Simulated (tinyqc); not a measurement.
The integration grid: Kohn-Sham LDA (VWN5) on finer and finer grids in the sto-3g basis, for BeH, spin multiplicity 2. Computed by the program tinyqc with PySCF. Command: `OMP_NUM_THREADS=1 python tinyqc.py 111493 111494 out.jsonl`; one thread of a shared host (Intel(R) Xeon(R) Processor @ 2.60GHz), about 2 s.

Geometry (angstrom):

| atom | x | y | z |
|---|---|---|---|
| Be | 0.0000 | 0.0000 | 0.0000 |
| H | 0.0000 | 0.0000 | 1.1880 |

Self-consistent on each grid; the net force on the molecule should vanish.

Kohn-Sham energy on Becke grids (radial x angular points per atom):

| grid | points | residual of the electron count | E (hartree) | E - finest (mhartree) | largest net force without grid terms (hartree/bohr) |
|---|---|---|---|---|---|
| 10 x 14 | 274 | 1.29e-02 | -14.804994 | -13.805890 | 1.10e-02 |
| 15 x 26 | 770 | 1.68e-02 | -14.789077 | 2.111188 | 1.63e-03 |
| 20 x 50 | 1988 | -2.35e-04 | -14.790995 | 0.192677 | 4.00e-04 |
| 30 x 86 | 5141 | -2.77e-04 | -14.791032 | 0.155974 | 2.21e-04 |
| 50 x 194 | 19368 | 2.55e-06 | -14.791189 | -0.000773 | 2.15e-06 |
| 75 x 302 | 45220 | -1.25e-07 | -14.791188 | 0.000043 | 2.38e-07 |
| 120 x 590 | 141400 | 1.69e-10 | -14.791188 | 0.000000 | 7.53e-10 |

The energy is within 0.1 mhartree of the finest grid first at 50 x 194. The error has both signs, since quadrature is not variational. The electron count and the net force are cheap signs of a poor grid.
